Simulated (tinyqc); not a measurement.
Millisecond and nanosecond annealing: surface heating, thermal budget and solid-phase regrowth: one step, computed by the program tinyqc. Command: `OMP_NUM_THREADS=1 python tinyqc.py 3030331 3030332 out.jsonl flash walk`. One thread of a shared host (Intel(R) Xeon(R) Processor @ 2.30GHz), about 0.01 s of CPU time with the checks.

A square pulse heats the surface of a thick wafer with constant thermal properties; losses by radiation are neglected and silicon melts at 1414 C.

Problem. Thermal budget. Absorbed flux q = (1 - R) fluence/t_p; kappa = k/c. With f(z, t) = (2 q/k) sqrt(kappa t) ierfc(z/(2 sqrt(kappa t))), ierfc(x) = exp(-x^2)/sqrt(pi) - x erfc(x): T = T0 + f(z, t) during the pulse and T0 + f(z, t) - f(z, t - t_p) after it. Temperatures in kelvin are T(C) + 273.15. Integrate exp(-E/(k_B T(t))) at the surface from 0 to 10 t_p (Gauss-Legendre, 60 points in sqrt(t) up to t_p and 60 in sqrt(t - t_p) after it). (Dt) = D0 x integral with E; regrowth = v0 x integral with E_v; effective time = integral/exp(-E/(k_B T_peak)).

Inputs (values chosen for the exercise, modelled on hot silicon with boron):
```
quantity                      value        unit
incident fluence               5.41      J/cm^2
pulse length t_p            5.3e-05           s
reflectance R                  0.49           -
thermal conductivity k         0.25    W/(cm K)
heat capacity per volume c     2.32  J/(cm^3 K)
preheat temperature T0          700           C
dopant prefactor D0               1      cm^2/s
dopant activation energy E     3.47          eV
regrowth prefactor v0       3.6e+08        cm/s
regrowth energy E_v            2.69          eV
amorphous layer                  51          nm
```

Source: scanned laser.

peak temperature = 1261.527 C

Constants: k_B = 8.617333262e-05 eV/K.

Give: budget (Dt); diffusion length 2 sqrt(Dt); effective time over t_p; possible regrowth.

Solution.

budget (Dt) = 4.3179e-17 cm^2

diffusion length 2 sqrt(Dt) = 0.13142 nm

effective time over t_p = 0.20242

possible regrowth = 74.517 nm

Caution: equilibrium diffusivities are used; implant damage enhances diffusion, and k and c vary with temperature. Caution: the peak lies above 1150 C, and amorphous silicon melts some 200 to 250 K below the crystal, so a layer that has not regrown before the peak may melt instead. Caution: at this preheat temperature the layer would already regrow within five seconds or less before the pulse. Caution: a diffusion length below the atomic spacing of 0.235 nm means about one jump per atom or fewer, so the profile does not change measurably.
